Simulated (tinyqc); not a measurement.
Matthiessen's rule against the full average: mobility of a non-polar semiconductor in the relaxation-time approximation. Computed by tinyqc, a small Python program. Command: `OMP_NUM_THREADS=1 python tinyqc.py 3011583 3011584 out.jsonl rta walk`. One thread of a shared host (Intel(R) Xeon(R) Processor @ 2.30GHz), about 0.01 s of CPU time with the checks.

Each valley is treated as a sphere of mass m_d for states and rates, with one isotropic relaxation time; the conductivity mass m_c sets the current.

Inputs (values chosen for the exercise, modelled on electrons in silicon): longitudinal mass m_l = 0.899 m_0; transverse mass m_t = 0.189 m_0; equivalent valleys Z = 6; non-parabolicity alpha = 0.47 1/eV; static permittivity eps_s = 11.7; density rho = 2329 kg/m^3; sound velocity v_l = 9160 m/s; acoustic deformation potential D_A = 9.2 eV; phonon energy hbar w = 57.5 meV; optical or intervalley deformation potential D_o = 5.2 1e8 eV/cm; final valleys Z_f = 5; carrier density n = 1.5e+14 1/cm^3; compensation ratio C = 0.49; temperature T = 200 K; alloy fraction x = 0.27; alloy potential U = 0.67 eV; lattice constant a = 5.64 angstrom.

Band: Kane. Impurity formula: Brooks-Herring. Further scattering: alloy.

Constants: k_B = 8.617333262e-05 eV/K; m_0 = 9.1093837015e-31 kg; e = 1.602176634e-19 C; hbar = 1.054571817e-34 J s; eps_0 = 8.8541878128e-12 F/m; k_B = 1.380649e-23 J/K; hbar = 6.582119569e-16 eV s.

Method:
- m_d = (m_l m_t^2)^(1/3); 1/m_c = (1/m_l + 2/m_t)/3; Hall mass factor A = 3 K_m (K_m + 2)/(2 K_m + 1)^2, K_m = m_l/m_t; N_I = n (1 + C)/(1 - C).
- Kane band: hbar^2 k^2/(2 m) = E (1 + alpha E), speed v = hbar k/(m (1 + 2 alpha E)), states per spin, volume and energy g(E) = m k (1 + 2 alpha E)/(2 pi^2 hbar^2); overlap factors are set to 1. Here m = m_d. Masses are multiplied by m_0 and all formulas are in SI units.
- The reduced Fermi level eta = E_F/(k_B T) solves n = 2 Z int g f dE with f = 1/(1 + exp(x - eta)) (Z = 1 unless valleys are given); screening length L_s = sqrt(eps_s eps_0 k_B T/(e^2 dn/deta)), dn/deta = 2 Z int g f (1 - f) dE.
- Integrals over x = E/(k_B T) use 160 Gauss-Legendre points in u = sqrt(x) from 0 to sqrt(max(eta, 0) + 32).
- Phonon occupation N_q = 1/(exp(hbar w/(k_B T)) - 1).
- Acoustic deformation potential (elastic, equipartition, absorption and emission together): 1/tau = 2 pi k_B T D_A^2 g(E)/(hbar rho v_l^2).
- Optical or intervalley deformation potential: 1/tau = (pi Z_f D_o^2/(rho w)) [N_q g(E + hbar w) + (N_q + 1) g(E - hbar w)], with g = 0 below the band edge.
- Each optical term is multiplied by (1 - f(E'))/(1 - f(E)), E' the final energy, for Pauli blocking.
- Singly charged impurities, momentum relaxation: 1/tau = N_I e^4 m (1 + 2 alpha E) Phi/(8 pi (eps_s eps_0)^2 hbar^3 k^3), with alpha = 0 for a parabolic band.
- Brooks-Herring: Phi = ln(1 + b) - b/(1 + b), b = 4 k^2 L_s^2.
- Alloy disorder: 1/tau = (2 pi/hbar) Omega x (1 - x) U^2 g(E), Omega = a^3/4 (other conventions for Omega rescale U).
- mu = (m_d/m_c) (2 Z e/(3 n k_B T)) int g v^2 tau f (1 - f) dE.
- Averages over x are split at the emission threshold x_0 = hbar w/(k_B T): 64 Gauss-Legendre points in sqrt(x) below it and 128 in sqrt(x - x_0) above it, up to x = max(eta, 0) + 32.
- Rates are added at each energy before the average. With <y> = int g v^2 y f (1 - f) dE: Hall factor r_H = A (3 n k_B T/(2 Z m_d)) <tau^2/(1 + 2 alpha E)>/<tau>^2 (alpha = 0 for a parabolic band); Hall mobility r_H mu; |S| = (k_B/e) (<x tau>/<tau> - eta); resistivity 1/(n e mu).
- Matthiessen's rule adds 1/mu of the separate processes.

acoustic mobility = 5220.40 cm^2/(V s)

optical mobility = 21040.0 cm^2/(V s)

ionised impurity mobility = 551046 cm^2/(V s)

alloy mobility = 1573.33 cm^2/(V s)

drift mobility mu = 1092.74 cm^2/(V s)

Separate mobilities:
```
process           mu (cm^2/(V s))  share of the sum of 1/mu (%)
acoustic               5.2204e+03                    2.1855e+01
optical                2.1040e+04                    5.4226e+00
ionised impurity       5.5105e+05                    2.0704e-01
alloy                  1.5733e+03                    7.2516e+01
```

mobility by Matthiessen's rule = 1140.9 cm^2/(V s)

excess of Matthiessen's rule over the full mu = 4.4083 %

What follows from these numbers?

The rule gives 1141 against the full 1093, 4.4 % too high; it can only overestimate, since each separate average is carried by the energies where that process is weak. The largest shares are alloy (73 %) and acoustic (22 %).

Extremes, crossings and ranges named in words are read from the listed rows.
